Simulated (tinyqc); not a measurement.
Geometry relaxation of a small cluster: one step, computed by the program tinyqc. Command: `OMP_NUM_THREADS=1 python tinyqc.py 3030039 3030040 out.jsonl relax walk`. One thread of a shared host (Intel(R) Xeon(R) Processor @ 2.30GHz), about 0.02 s of CPU time with the checks.

E = sum_i {sum_j A exp(-p (r_ij/r0 - 1)) - xi sqrt(rho_i)}, rho_i = sum_j exp(-2 q (r_ij/r0 - 1)); the force on i is -sum_j w_ij (R_i - R_j)/r_ij with w_ij = -(2p/r0) A exp(-p (r_ij/r0 - 1)) + (xi q/r0) exp(-2 q (r_ij/r0 - 1)) (rho_i^(-1/2) + rho_j^(-1/2)).

Question. Energy and forces at the start. Evaluate E and the forces at the starting positions.

Inputs (values chosen for the exercise, for model atoms):
```
quantity     value      unit
length r0     2.47  angstrom
repulsion A   0.15        eV
hopping xi    2.09        eV
decay p       10.9         -
decay q       2.71         -
```

Potential: Gupta. Method: FIRE.

starting positions (angstrom):
```
           x      y     z
atom 1  0.02  -0.14  0.02
atom 2  2.11  -0.05     0
atom 3  1.29   2.03  0.12
```

Give: distances; energy at the start; forces.

Answer.

distances (angstrom): 1-2 2.092, 1-3 2.516, 2-3 2.239

energy at the start = -8.571 eV

forces (eV/angstrom):
```
             x       y       z
atom 1  -0.740   1.123   0.068
atom 2   1.205   0.641   0.020
atom 3  -0.465  -1.764  -0.088
```
